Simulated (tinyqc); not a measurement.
## Inductance and parasitic capacitance from two readings

Problem. A loss-free coil L in parallel with C shows the apparent inductance L/(1 - w^2 L C), w = 2 pi f. Find L, C and the self-resonance 1/(2 pi sqrt(L C)).

apparent inductance at 10 and 16 GHz (nH): [1.4050887, 2.4766749]

Answer. The inverse of the reading is 1/L - w^2 C, a straight line in w^2.

L = 1.100 nH
C = 50.00 fF
self-resonance = 21.46 GHz

tinyqc, about 0.01 s, one thread, Intel Xeon 2.30GHz (shared host): `OMP_NUM_THREADS=1 python tinyqc.py 2302114 2302115 out.jsonl`
